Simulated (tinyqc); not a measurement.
From one set of inputs to another, one input at a time: single-band model of a thermoelectric material. Computed by tinyqc, a small Python program. Command: `OMP_NUM_THREADS=1 python tinyqc.py 3014678 3014679 out.jsonl thermo ladder`. One thread of a shared host (Intel(R) Xeon(R) Processor @ 2.30GHz), about 0.05 s of CPU time with the checks.

One spherical band, one scattering law, no minority carriers and no phonon drag. In a real material minority carriers limit |S| to about E_g/(2 e T), so larger values are formal. eta = E_F/(k_B T) is counted from the band edge; f = 1/(1 + exp(x - eta)).

The inputs printed are set A. Inputs not listed in the table keep their values of set A, so the rows need not describe a real material.

Inputs (values chosen for the exercise, modelled on n-type PbSe):
```
quantity                                value        unit
density-of-states mass m                 0.25         m_0
mobility parameter mu_300                1400  cm^2/(V s)
temperature exponent p                    2.5           -
lattice thermal conductivity kappa_L        1     W/(m K)
carrier density n                     4.9e+17      1/cm^3
temperature T                             810           K
```

Band: parabolic. Scattering: acoustic phonons, r = -0.5.

Constants: m_0 = 9.1093837015e-31 kg; k_B = 1.380649e-23 J/K; hbar = 1.054571817e-34 J s; k_B = 8.617333262e-05 eV/K; e = 1.602176634e-19 C.

Method:
- With x = E/(k_B T), a = alpha k_B T (0 for a parabolic band), G = x (1 + a x), D = 1 + 2 a x and <y> = int y f (1 - f) dx, f = 1/(1 + exp(x - eta)): tau = tau_0 G^r/D; transport function s = G^(3/2 + r)/D^2; n = N_0 <G^(3/2)> with N_0 = (2 m k_B T)^(3/2)/(3 pi^2 hbar^3).
- Integrals over x = E/(k_B T) use 160 Gauss-Legendre points in u = sqrt(x) from 0 to sqrt(max(eta, 0) + 32).
- Solve for eta.
- sigma = e mu_0 N_0 <s> with mu_0 = e tau_0/m = mu_300 (T/300 K)^(-p); |S| = (k_B/e)(<x s>/<s> - eta); Lorenz number L = (k_B/e)^2 (<x^2 s>/<s> - (<x s>/<s>)^2); kappa_e = L sigma T; zT = S^2 sigma T/(kappa_L + kappa_e).
- Hall factor r_H = <G^(3/2)> <G^(3/2 + 2r)/D^4>/<s>^2; drift mobility sigma/(n e) with n = N_0 <G^(3/2)>; power factor S^2 sigma.
- Quality factor B = (k_B/e)^2 e mu_0 N_0 T/kappa_L; zT and the power factor are maximised over eta between -8 and 30.

Each row keeps all changes above it:
```
input moved                                        from       to  Seebeck coefficient |S| (microvolt/K)  largest zT  Lorenz number L (1e-8 V^2/K^2)
set A                                                 -        -                                 461.16      0.3909                          1.4917
carrier density n (1/cm^3)                      4.9e+17  3.4e+18                                 296.81      0.3909                          1.5290
temperature T (K)                                   810      570                                 253.42      0.3909                          1.5576
density-of-states mass m (m_0)                     0.25     0.73                                 387.92      1.3427                          1.5004
mobility parameter mu_300 (cm^2/(V s))             1400      230                                 387.92      0.3297                          1.5004
temperature exponent p                              2.5      1.5                                 387.92      0.5639                          1.5004
lattice thermal conductivity kappa_L (W/(m K))        1     0.31                                 387.92      1.3490                          1.5004
```

Seebeck coefficient |S| goes from 461 to 388, a factor 0.841 in all. The largest single move comes from carrier density n (a factor 0.644), and density-of-states mass m works against it (a factor 1.53). Largest zT goes from 0.391 to 1.35, a factor 3.45 in all. The largest single move comes from mobility parameter mu_300 (a factor 0.246), but it runs against the net change; the largest move in the direction of the net change is density-of-states mass m (a factor 3.43). Lorenz number L goes from 1.49 to 1.50, a factor 1.006 in all. The largest single move comes from density-of-states mass m (a factor 0.963), but it runs against the net change; the largest move in the direction of the net change is carrier density n (a factor 1.025). The single moves hold for this order of the switches; the total does not depend on the order.

Caution (rows set A): at so low a doping minority carriers, left out here, would cut S in a narrow-gap material.

Extremes, crossings and ranges named in words are read from the listed rows.
